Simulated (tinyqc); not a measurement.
Short-channel transistor, virtual-source model with series resistance: two steps of the calculation.

The current per gate width is the charge at the top of the source barrier (the virtual source) times its velocity times a saturation function; al and be are fitting constants of the model. Units: I in uA/um, Rs in ohm um, so I Rs = 1e-6 I Rs in volts; Q in uC/cm^2, so I = 1e-4 Q vx0 Fsat with vx0 in cm/s.

Inputs (values chosen for the exercise): temperature T = 273 K; inversion capacitance Cinv = 1.7 uF/cm^2; velocity at the virtual source vx0 = 2.74e7 cm/s; apparent mobility mu = 120 cm^2/(V s); channel length L = 130 nm; threshold at zero drain voltage VT0 = 0.301 V; drain-induced barrier lowering dl = 0.024 V/V; subthreshold factor n0 = 1.46; growth of n with drain voltage nd = 0 1/V; threshold shift (in units of Vt) from weak to strong inversion al = 3.5; sharpness of saturation be = 2; series resistance of each contact Rs = 250 ohm um; gate voltage Vgs = 0.8 V; drain voltage Vds = 0.05 V.

Constants: q = 1.602176634e-19 C, kB = 1.380649e-23 J/K, Vt = kB T/q. Results are converted to the units shown.

Problem 1. Current through the series resistance. Intrinsic voltages Vg' = Vgs - I Rs, Vd' = Vds - 2 I Rs. n = n0 + nd Vd', VT = VT0 - dl Vd', Ff = 1/(1 + exp((Vg' - VT + al Vt/2)/(al Vt))), Q = Cinv n Vt ln(1 + exp((Vg' - VT + al Vt Ff)/(n Vt))), Vdsat = (vx0 L/mu)(1 - Ff) + Vt Ff, Fsat = u/(1 + u^be)^(1/be) with u = Vd'/Vdsat, and I(out) = Q vx0 Fsat per width. (Fsat takes the sign of u.) I(new) = I(out).

I after iteration 1 = 39.304195 uA/um

Give: Vg'; Vd'; VT; Ff; Q; Vdsat; Fsat; I(out); I after iteration 2.

Solution 1.

Vg' = 0.79017 V
Vd' = 0.030348 V
VT = 0.30027 V
Ff = 0.0015783
Q = 0.83305 uC/cm^2
Vdsat = 2.9637 V
Fsat = 0.010239
I(out) = 23.372 uA/um
I after iteration 2 = 23.372 uA/um

Problem 2. What the series resistance costs. n = n0 + nd Vd', VT = VT0 - dl Vd', Ff = 1/(1 + exp((Vg' - VT + al Vt/2)/(al Vt))), Q = Cinv n Vt ln(1 + exp((Vg' - VT + al Vt Ff)/(n Vt))), Vdsat = (vx0 L/mu)(1 - Ff) + Vt Ff, Fsat = u/(1 + u^be)^(1/be) with u = Vd'/Vdsat, and I = Q vx0 Fsat per width. I0 is the current for Rs = 0. Effective velocity I/Q; transit time L Q/I.

converged I = 27.921670 uA/um
I0 = 39.304195 uA/um

Wanted: loss against I0; effective velocity; transit time.

Solution 2.

loss against I0 = 28.96 %
effective velocity = 3.331e5 cm/s
transit time = 39.02 ps

tinyqc, about 0.02 s, one thread, Intel Xeon 2.30GHz (shared host): `OMP_NUM_THREADS=1 python tinyqc.py 2380145 2380146 out.jsonl`
